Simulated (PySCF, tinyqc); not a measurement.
Coupled-perturbed Hartree-Fock on RHF in the sto-3g basis, for H4, spin multiplicity 1, step by step. The lowest restricted solution is unstable here: a spin-polarised one lies 0.1336 hartree lower (PySCF). The polarisability along this axis is zero because the basis has no function that the field can mix in; the real value is not. One step of it, computed by the program tinyqc.

Task: Iteration 2 (converged): orbitals. Diagonalise F' = X^T F X, C = X C', fill 2 alpha and 2 beta electrons from the bottom; D = 2 C_occ C_occ^T. Each column has its largest component positive (the first on a tie).

converged F (hartree):
```
           1H 1s      2H 1s      3H 1s      4H 1s
1H 1s  -0.269228  -0.318244  -0.467809  -0.264174
2H 1s  -0.318244  -0.269228  -0.264174  -0.467809
3H 1s  -0.467809  -0.264174  -0.269228  -0.318244
4H 1s  -0.264174  -0.467809  -0.318244  -0.269228
```

X:
```
           1H 1s      2H 1s      3H 1s      4H 1s
1H 1s   1.156854  -0.239917  -0.242736   0.016183
2H 1s  -0.239917   1.156854   0.016183  -0.242736
3H 1s  -0.242736   0.016183   1.156854  -0.239917
4H 1s   0.016183  -0.242736  -0.239917   1.156854
```

Give: F' = X^T F X; orbital energies; coefficients C; D after iteration 2.

Result:

F' = X^T F X (hartree):
```
         1        2        3        4
1   0.0131  -0.2331  -0.4277   0.0187
2  -0.2331   0.0131   0.0187  -0.4277
3  -0.4277   0.0187   0.0131  -0.2331
4   0.0187  -0.4277  -0.2331   0.0131
```

orbital energies (hartree): MO1 -0.6289, MO2 -0.2002, MO3 0.1890, MO4 0.6926

coefficients C:
```
          MO1      MO2      MO3      MO4
1H 1s  0.3452   0.5689   0.5717   0.8278
2H 1s  0.3452  -0.5689   0.5717  -0.8278
3H 1s  0.3452   0.5689  -0.5717  -0.8278
4H 1s  0.3452  -0.5689  -0.5717   0.8278
```

D after iteration 2:
```
         1H 1s    2H 1s    3H 1s    4H 1s
1H 1s   0.8857  -0.4090   0.8857  -0.4090
2H 1s  -0.4090   0.8857  -0.4090   0.8857
3H 1s   0.8857  -0.4090   0.8857  -0.4090
4H 1s  -0.4090   0.8857  -0.4090   0.8857
```
